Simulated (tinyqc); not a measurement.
Inside a calculation. Model: geometry relaxation of a small cluster. Computed by tinyqc, a small Python program that keeps every step. Command: `OMP_NUM_THREADS=1 python tinyqc.py 3018897 3018898 out.jsonl relax walk`. One thread of a shared host (Intel(R) Xeon(R) Processor @ 2.30GHz), about 0.03 s of CPU time with the checks. Intermediate numbers are printed to about 6 digits and carried at full precision; extremes and crossings named in words are read from the listed rows.

E = sum_i {sum_j A exp(-p (r_ij/r0 - 1)) - xi sqrt(rho_i)}, rho_i = sum_j exp(-2 q (r_ij/r0 - 1)); the force on i is -sum_j w_ij (R_i - R_j)/r_ij with w_ij = -(2p/r0) A exp(-p (r_ij/r0 - 1)) + (xi q/r0) exp(-2 q (r_ij/r0 - 1)) (rho_i^(-1/2) + rho_j^(-1/2)).

Inputs (values chosen for the exercise, for model atoms):
```
quantity,value,unit
length r0,2.33,angstrom
repulsion A,0.16,eV
hopping xi,2.23,eV
decay p,11.3,-
decay q,2.81,-
step factor eta,0.0085,angstrom^2/eV
largest number of steps,500,-
```

Potential: Gupta. Method: FIRE.

starting positions (angstrom):
```
,x,y,z
atom 1,0.06,-0.15,0.05
atom 2,2.04,-0.13,0.16
atom 3,1.01,1.78,0.08
atom 4,1,0.6,1.76
atom 5,1.11,0.71,-1.77
```

## Energy and forces at the start

Evaluate E and the forces at the starting positions.

distances (angstrom): 1-2 1.98315, 1-3 2.15135, 1-4 2.09050, 1-5 2.27035, 2-3 2.17150, 2-4 2.04316, 2-5 2.30117, 3-4 2.05302, 3-5 2.13949, 4-5 3.53343

energy at the start = -18.7825 eV

forces (eV/angstrom):
```
,x,y,z
atom 1,-3.97845,-0.60925,-1.68723
atom 2,4.40017,-0.63780,-1.97497
atom 3,0.07652,1.72156,-1.33898
atom 4,-0.49106,0.11986,3.71910
atom 5,-0.00718,-0.59436,1.28207
```

## The first two steps

FIRE with unit mass: if F.v > 0, v = (1 - a) v + a |v| F/|F|, and after more than 5 such steps in a row dt = min(1.1 dt, 5 dt0), a = 0.99 a; else v = 0, a = 0.1, and dt = dt/2 (not at the first step). Then v = v + dt F, R(new) = R + dt v. dt0 = sqrt(eta), a = 0.1 at first. No atom moves more than 0.3 angstrom a step (the whole step is scaled). Stop when the largest force component is below 1e-5 eV/angstrom.

positions after step 1 (angstrom):
```
,x,y,z
atom 1,0.02618,-0.15518,0.03566
atom 2,2.07740,-0.13542,0.14321
atom 3,1.01065,1.79463,0.06862
atom 4,0.99583,0.60102,1.79161
atom 5,1.10994,0.70495,-1.75910
```

energy after step 1 = -19.1506 eV

positions after step 2 (angstrom):
```
,x,y,z
atom 1,-0.01965,-0.15854,0.01346
atom 2,2.12834,-0.13863,0.11606
atom 3,1.01201,1.81304,0.05253
atom 4,0.98947,0.60059,1.83384
atom 5,1.10983,0.69354,-1.73590
```

energy after step 2 = -19.2509 eV

## All steps

The formulas are those given above.

Course of the relaxation:
```
step,E (eV),largest force (eV/angstrom),force calls
0,-18.7825,4.40017e+00,1
1,-19.1506,1.64409e+00,2
2,-19.2509,1.08837e+00,3
3,-19.2624,1.02490e+00,4
4,-19.2824,8.99537e-01,5
5,-19.3058,7.16580e-01,6
6,-19.3269,6.65540e-01,7
7,-19.3422,6.03905e-01,8
8,-19.3520,6.14975e-01,9
...,...,...,...
102,-19.4094,2.19254e-05,103
103,-19.4094,2.03521e-05,104
104,-19.4094,1.84413e-05,105
105,-19.4094,1.62299e-05,106
106,-19.4094,1.41274e-05,107
107,-19.4094,1.22558e-05,108
108,-19.4094,1.07175e-05,109
109,-19.4094,1.01050e-05,110
110,-19.4094,9.35353e-06,111
```

final positions (angstrom):
```
,x,y,z
atom 1,-0.03907,-0.08725,0.00440
atom 2,2.14807,-0.05223,0.08711
atom 3,1.02299,1.82547,0.07649
atom 4,0.97864,0.53269,1.79666
atom 5,1.10936,0.59131,-1.68466
```

final energy = -19.4094 eV

steps = 110

largest force at the end = 9.35353e-06 eV/angstrom

Converged in 110 steps.

## Curvatures at the end

Hessian at the final positions by central differences of the forces; six eigenvalues vanish (translations and rotations). Steepest descent is stable for eta below 2/lambda_max and contracts the softest mode by 1 - eta lambda_min a step.

non-zero eigenvalues (eV/angstrom^2): [5.0535, 5.0536, 12.3924, 16.6925, 16.6926, 19.8600, 19.8602, 37.2305, 51.7898]

condition number = 10.2483

largest stable eta = 0.0386176 angstrom^2/eV

contraction of the softest mode = 0.957045

All are positive, so the end point is a minimum.

## Four methods from the same start

Steepest descent: R(new) = R + eta F. Conjugate gradient (Polak-Ribiere): d = F + beta d(old), beta = max(0, F.(F - F(old))/|F(old)|^2), d = F at first; step length from one secant, s = eta (F.d)/(F.d - F(R + eta d).d), replaced by eta if that is not positive; R(new) = R + s d. BFGS: R(new) = R + B F with the inverse Hessian B = eta 1 at first; with s = R(new) - R, y = F - F(new), rho = 1/(y.s): B(new) = (1 - rho s y^T) B (1 - rho y s^T) + rho s s^T, skipped if y.s is not positive. In this comparison each method may take up to 1500 steps.

Cost:
```
method,steps,force calls,final E (eV),calls to reach 1e-2
steepest descent,242,243,-19.4094,86
conjugate gradient,19,39,-19.4094,21
BFGS,33,34,-19.4094,19
FIRE,110,111,-19.4094,50
```

In force calls the order is BFGS (34), conjugate gradient (39), FIRE (111), steepest descent (243). All that converged end at the same energy. Near the minimum steepest descent multiplies the slowest mode by 0.957 in size a step, 52 steps a decade of force, at a condition number of 10.2. It is the dearest here: the others use earlier steps to learn the curvature or to build momentum along soft directions.

Checks made by the program: forces against finite differences of E (relative difference 8e-10).
